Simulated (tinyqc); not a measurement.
# p-n diode, drift-diffusion by the Gummel loop with Scharfetter-Gummel fluxes: two studies

Abrupt junction at x = 0, p side from -Lp, n side to Ln, ohmic contacts. psi is counted from the intrinsic level; n = ni exp((psi - phin)/Vt), p = ni exp((phip - psi)/Vt). Contacts: p side psi = V - Vt ln(Na/ni), p = Na, n = ni^2/Na; n side psi = Vt ln(Nd/ni), n = Nd, p = ni^2/Nd. Constant mobilities, D = mu Vt, Boltzmann statistics, SRH recombination through a mid-gap level, U = (n p - ni^2)/(tp (n + ni) + tn (p + ni)). Current is positive from the p contact to the n contact.

Inputs (values chosen for the exercise); band and dielectric values close to those of silicon:
```
symbol,value,unit,meaning
T,300,K,temperature
Eg,1.11,eV,band gap
eps_r,11.6,,relative permittivity
Nc,2.81e19,cm^-3,conduction-band density of states at T
Nv,2.62e19,cm^-3,valence-band density of states at T
Na,3.6e17,cm^-3,acceptor density of the p side
Nd,3.9e16,cm^-3,donor density of the n side
mun,740,cm^2/(V s),electron mobility
mup,270,cm^2/(V s),hole mobility
tn,7e-8,s,SRH lifetime of electrons
tp,2e-9,s,SRH lifetime of holes
Lp,2.1,um,length of the p side
Ln,1.8,um,length of the n side
G,0,cm^-3 s^-1,uniform generation rate
```

Constants: q = 1.602176634e-19 C, kB = 1.380649e-23 J/K, Vt = kB T/q, eps0 = 8.8541878128e-14 F/cm where lengths are in cm. Results are converted to the units shown.

Each table varies one quantity; the others keep the values above.

## Current against voltage in the dark

ni = sqrt(Nc Nv) exp(-Eg/(2 Vt)), Eg in volts. Poisson and both continuity equations are solved self-consistently with Scharfetter-Gummel fluxes on a graded mesh of 500 nodes. J_scr is q times the integral of U between -xp and xn. Ideal diffusion current J_id = q ni^2 [Dn coth(wp/Le)/(Le Na) + Dp coth(wn/Lh)/(Lh Nd)] (exp(V/Vt) - 1), Le = sqrt(Dn tn), Lh = sqrt(Dp tp), wp = Lp - xp, wn = Ln - xn, with xp and xn from the depletion approximation (W = sqrt(2 eps0 eps_r (Vbi - V)(1/Na + 1/Nd)/q), xp = W Nd/(Na + Nd), xn = W Na/(Na + Nd), Vbi = Vt ln(Na Nd/ni^2)). Ideality factor = 0.004 V/(Vt ln[J(V + 0.004 V)/J(V)]). Here G = 0.

In this table G = 0 cm^-3 s^-1.

Result of one run:
columns A: V (V); B: J (A/cm^2); C: ideality factor; D: J_scr/J (%); E: J_id (A/cm^2); F: share recombining at the contacts (%); G: larger minority/doping at -xp and xn
```
A           B     C     D        E     F        G
0.44  0.00239  1.24  46.5  0.00128  27.7  4.05e-6
```

What becomes of these results when the bias of the p contact V is changed from 0.44 to 0.71 V, all else the same?

Result of the changed run:
columns A: V (V); B: J (A/cm^2); C: ideality factor; D: J_scr/J (%); E: J_id (A/cm^2); F: share recombining at the contacts (%); G: larger minority/doping at -xp and xn
```
A        B     C      D     E     F      G
0.71  32.2  1.17  0.637  43.6  73.7  0.101
```

The whole series:
columns A: V (V); B: J (A/cm^2); C: ideality factor; D: J_scr/J (%); E: J_id (A/cm^2); F: share recombining at the contacts (%); G: larger minority/doping at -xp and xn
```
A           B     C      D        E      F         G
0.17  3.44e-6  1.76   98.9  3.75e-8  0.576  1.23e-10
0.23  1.26e-5  1.79   97.0  3.81e-7   1.59   1.25e-9
0.3   5.94e-5  1.69   90.4  5.71e-6   5.04   1.85e-8
0.37  3.25e-4  1.48   73.7  8.55e-5   13.7   2.74e-7
0.44  0.00239  1.24   46.5  0.00128   27.7   4.05e-6
0.51   0.0246  1.10   22.3   0.0192   40.1   5.96e-5
0.57    0.215  1.05   10.2    0.195   46.4   5.91e-4
0.64     2.85  1.07   3.18     2.92   52.6   0.00834
0.71     32.2  1.17  0.637     43.6   73.7     0.101
```

J rises from 3.44e-6 to 32.2 A/cm^2; the ideality factor moves up and down between 1.05 and 1.79. Recombination in the depleted layer carries over half of the current up to V = 0.37 V, where the factor is 1.48; it grows roughly as exp(V/2 Vt), so diffusion overtakes it. Where the factor is lowest (V = 0.57 V), J is 11 % above the ideal diffusion current. From V = 0.71 V on the minority density at an edge of the layer exceeds a tenth of the doping, and in the last row J is 26 % below the ideal value.

## Effect of the SRH lifetime of holes at fixed bias

Same model as above.

In this table V = 0.47 V.

Effect of the SRH lifetime of holes at fixed bias:
columns A: tp (s); B: J (A/cm^2); C: ideality factor; D: J_scr/J (%); E: J_id (A/cm^2); F: share recombining at the contacts (%); G: larger minority/doping at -xp and xn
```
A            B     C      D        E      F        G
1e-11   0.0837  1.36   52.8   0.0453  0.632  1.01e-5
1e-10   0.0273  1.24   47.0   0.0147   2.10  1.21e-5
1e-9   0.00846  1.18   38.9  0.00517   20.2  1.28e-5
1e-8   0.00389  1.10   22.1  0.00304   66.3  1.29e-5
1e-7   0.00300  1.04   7.81  0.00277   90.4  1.29e-5
1e-6   0.00280  1.01   2.35  0.00275   97.2  1.29e-5
1e-5   0.00275  1.01  0.686  0.00274   99.0  1.29e-5
```

What does the table show?

As tp rises from 1e-11 to 1e-5, J falls from 0.0837 to 0.00275 A/cm^2, the share of the depleted layer falls from 52.8 to 0.686 % and the share lost at the contacts rises from 0.632 to 99.0 %. The exponent d ln J/d ln tp is -0.49 between the first two rows and -0.01 between the last two. J less J_scr is 0.38 % below J_id in the last row.

tinyqc, about 0.2 s, one thread, Intel Xeon 2.30GHz (shared host): `OMP_NUM_THREADS=1 python tinyqc.py 2240087 2240088 out.jsonl`
